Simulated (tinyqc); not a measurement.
## p-n diode with diffusion and depletion-layer recombination: currents and ideality against junction voltage

Abrupt junction in the depletion approximation, low injection, full ionisation, neutral widths fixed, ohmic contact on the p side. Vj is the junction voltage; where a series resistance Rs is given, V = Vj + J Rs is the terminal voltage.

ni = sqrt(Nc Nv) exp(-Eg/(2 Vt)), Eg in volts; D = mu Vt; Ln = sqrt(Dn tn), Lp = sqrt(Dp tp); J0n = q ni^2 Dn coth(wp/Ln)/(Ln Na); J0p = (q ni^2 Dp/(Lp Nd)) (s + tanh(wn/Lp))/(1 + s tanh(wn/Lp)), s = Sp Lp/Dp. J_diff = (J0n + J0p)(exp(Vj/Vt) - 1). Vbi = Vt ln(Na Nd/ni^2), W = sqrt(2 eps0 eps_r (Vbi - Vj)(1/Na + 1/Nd)/q), xp = W Nd/(Na + Nd), xn = W Na/(Na + Nd); u(x) = q Na (x + xp)^2/(2 eps0 eps_r) for x < 0 and Vbi - Vj - q Nd (xn - x)^2/(2 eps0 eps_r) for x > 0; p = Na exp(-u/Vt), n = Nd exp((u - Vbi + Vj)/Vt); U = ni^2 (exp(Vj/Vt) - 1)/(tp (n + ni exp(Et/Vt)) + tn (p + ni exp(-Et/Vt))); J_scr = q times the integral of U from -xp to xn. J = J_diff + J_scr. Ideality = (1/Vt) dVj/d ln J or (1/Vt) dV/d ln J; last column ni^2 exp(Vj/Vt)/N^2.

Inputs (values chosen for the exercise); band and dielectric values close to those of gallium arsenide:

| symbol | value | unit | meaning |
|---|---|---|---|
| T | 250 | K | temperature |
| Eg | 1.39 | eV | band gap |
| eps_r | 12.6 |  | relative permittivity |
| Nc | 3.3e17 | cm^-3 | conduction-band density of states at T |
| Nv | 6.74e18 | cm^-3 | valence-band density of states at T |
| Na | 3.1e16 | cm^-3 | acceptor density |
| Nd | 1.6e15 | cm^-3 | donor density |
| mun | 4700 | cm^2/(V s) | electron mobility in the p side |
| mup | 410 | cm^2/(V s) | hole mobility in the n side |
| tn | 5e-6 | s | electron lifetime |
| tp | 3e-7 | s | hole lifetime |
| wp | 4.2 | um | neutral width of the p side |
| wn | 71 | um | neutral width of the n side |
| Sp | 1e7 | cm/s | recombination velocity at the n contact |
| Rs | 0.00047 | ohm cm^2 | series resistance |
| Et | 0 | eV | trap level above the intrinsic level |

Constants: q = 1.602176634e-19 C, kB = 1.380649e-23 J/K, Vt = kB T/q, eps0 = 8.8541878128e-14 F/cm where lengths are in cm. Results are converted to the units shown.

Result of one run:

| J_diff (A/cm^2) | J_scr (A/cm^2) | J (A/cm^2) | V (V) | ideality against Vj | ideality against V | minority/doping, lighter side |
|---|---|---|---|---|---|---|
| 0.003376 | 4.446e-5 | 0.003420 | 0.9400 | 1.005 | 1.005 | 7.368e-4 |

Which junction voltage at which recombination is evaluated Vj gave this result: 0.29, 0.47, 0.57, 0.66 or 0.94 V?

Vj = 0.94 V.

The whole series:

| Vj (V) | J_diff (A/cm^2) | J_scr (A/cm^2) | J (A/cm^2) | V (V) | ideality against Vj | ideality against V | minority/doping, lighter side |
|---|---|---|---|---|---|---|---|
| 0.29 | 2.660e-16 | 4.132e-12 | 4.132e-12 | 0.2900 | 1.940 | 1.940 | 5.806e-17 |
| 0.38 | 1.735e-14 | 3.567e-11 | 3.569e-11 | 0.3800 | 1.934 | 1.934 | 3.786e-15 |
| 0.47 | 1.131e-12 | 3.107e-10 | 3.118e-10 | 0.4700 | 1.918 | 1.918 | 2.469e-13 |
| 0.57 | 1.173e-10 | 3.499e-9 | 3.616e-9 | 0.5700 | 1.853 | 1.853 | 2.561e-11 |
| 0.66 | 7.652e-9 | 3.164e-8 | 3.929e-8 | 0.6600 | 1.608 | 1.608 | 1.670e-9 |
| 0.75 | 4.990e-7 | 2.968e-7 | 7.958e-7 | 0.7500 | 1.206 | 1.206 | 1.089e-7 |
| 0.84 | 3.254e-5 | 2.984e-6 | 3.552e-5 | 0.8400 | 1.038 | 1.038 | 7.103e-6 |
| 0.94 | 0.003376 | 4.446e-5 | 0.003420 | 0.9400 | 1.005 | 1.005 | 7.368e-4 |
| 1.03 | 0.2201 | 3.875e-4 | 0.2205 | 1.030 | 1.001 | 1.006 | 0.04805 |

The ideality against Vj falls from 1.94 to 1.00. Diffusion overtakes recombination in the layer between Vj = 0.66 and 0.75 V. J_scr alone has an ideality of 1.94 between the first two rows and 1.93 between the last two.

Program tinyqc, `OMP_NUM_THREADS=1 python tinyqc.py 2260137 2260138 out.jsonl`; Intel Xeon 2.30GHz, shared host, one thread, about 0.01 s.
